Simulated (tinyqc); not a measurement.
Reverse leakage of an n+-p junction: diffusion, generation, trap-assisted and band-to-band tunnelling: leakage components against the temperature.

One-sided abrupt junction in the depletion approximation, x from the junction (0) to W on the p side, field F = F0 (1 - x/W). Flat quasi-Fermi levels, long p side. Traps generate through SRH with both lifetimes shortened by 1 + Gamma (Hurkx enhancement, form for moderate fields); band-to-band generation is local and needs a total bending above Eg.

Nc and Nv are given at 250 K and scale as (T/250 K)^1.5; all else is held fixed. ni = sqrt(Nc Nv) exp(-Eg/(2 Vt)), Eg in volts; Vbi = Vt ln(Na Nd/ni^2); W = sqrt(2 eps0 eps_r (Vbi + VR)/(q Na)); F0 = 2 (Vbi + VR)/W; FG = sqrt(24 mt m0 (kB T)^3)/(q hbar); J_diff = q ni^2 sqrt(Dn/tau)(1 - exp(-VR/Vt))/Na. u = (Vbi + VR)(1 - x/W)^2, p = Na exp(-u/Vt), n = Nd exp((u - Vbi - VR)/Vt); G0 = ni^2 (1 - exp(-VR/Vt))/(tau (n + p + 2 ni cosh(Et/Vt))); Gamma = 2 sqrt(3 pi)(F/FG) exp((F/FG)^2); trap-assisted part G0 Gamma; G_bb = Ab F^2.5 exp(-Bb/F) with F in V/cm, zero unless Vbi + VR > Eg. Currents are q times the integrals over 0 to W; J_bb under 1e-8 of J is printed as 0; rows with F0/FG above 2.2, beyond the range of this Gamma, are left out.

Inputs (values chosen for the exercise); band and dielectric values close to those of gallium arsenide:
```
symbol,value,unit,meaning
Eg,1.45,eV,band gap
eps_r,12.9,,relative permittivity
Nc,3.32e17,cm^-3,conduction-band density of states at the reference temperature
Nv,6.73e18,cm^-3,valence-band density of states at the reference temperature
Na,1.2e16,cm^-3,acceptor density of the lighter side
Nd,1e19,cm^-3,donor density of the heavier side
tau,3e-6,s,SRH lifetime of both carriers at zero field
Et,0,eV,trap level above the intrinsic level
mt,0.08,m0,tunnelling mass
Dn,5,cm^2/s,electron diffusion coefficient on the lighter side
Ab,2.4e16,cm^-0.5 V^-2.5 s^-1,band-to-band prefactor
Bb,1.6e7,V/cm,band-to-band field constant
VR,1.2,V,reverse bias
```

Constants: q = 1.602176634e-19 C, kB = 1.380649e-23 J/K, hbar = 1.054571817e-34 J s, m0 = 9.1093837015e-31 kg, Vt = kB T/q, eps0 = 8.8541878128e-14 F/cm where lengths are in cm. Results are converted to the units shown.

The same in every row: J_bb (A/cm^2) = 0.

Result of one run:
```
F0 (kV/cm)  F0/FG  J_diff (A/cm^2)  J_SRH (A/cm^2)  J_TAT (A/cm^2)  J (A/cm^2)              largest part
92.7        0.423         1.96e-19        1.83e-12        3.39e-12    5.23e-12  trap-assisted tunnelling
```

Which temperature T gave this result: 220, 280, 310 or 340 K?

T = 310 K.

The whole series:
```
T (K)  F0 (kV/cm)  F0/FG  J_diff (A/cm^2)  J_SRH (A/cm^2)  J_TAT (A/cm^2)  J (A/cm^2)              largest part
220          93.6  0.714         1.59e-29        1.60e-17        5.96e-17    7.56e-17  trap-assisted tunnelling
250          93.3  0.588         2.26e-25        1.92e-15        5.43e-15    7.35e-15  trap-assisted tunnelling
280          93.0  0.495         4.31e-22        8.49e-14        1.91e-13    2.76e-13  trap-assisted tunnelling
310          92.7  0.423         1.96e-19        1.83e-12        3.39e-12    5.23e-12  trap-assisted tunnelling
340          92.4  0.367         3.11e-17        2.34e-11        3.65e-11    5.99e-11  trap-assisted tunnelling
370          92.1  0.322         2.22e-15        2.00e-10        2.69e-10    4.68e-10  trap-assisted tunnelling
400          91.8  0.286         8.49e-14         1.25e-9         1.47e-9     2.72e-9  trap-assisted tunnelling
430          91.4  0.255         1.98e-12         6.13e-9         6.33e-9     1.25e-8  trap-assisted tunnelling
```

J rises from 7.56e-17 to 1.25e-8 A/cm^2. Trap-assisted tunnelling leads at T = 220 and in all other rows. Activation energies over the table: 1.53 eV for diffusion (Eg = 1.45 eV, raised by the T^3 of ni^2), 0.767 eV for SRH generation (Eg/2 + |Et| = 0.725 eV), 0.717 eV for the trap-assisted part, lower since Gamma grows on cooling; the total shows 0.723 eV at the cold end and 0.752 eV at the hot end.

Range of the model: The n+ side is degenerate, so Vbi from Boltzmann statistics is only a guide.

Numbers from tinyqc (`OMP_NUM_THREADS=1 python tinyqc.py 2290092 2290093 out.jsonl`; about 0.01 s on one thread of a shared Intel Xeon 2.30GHz).
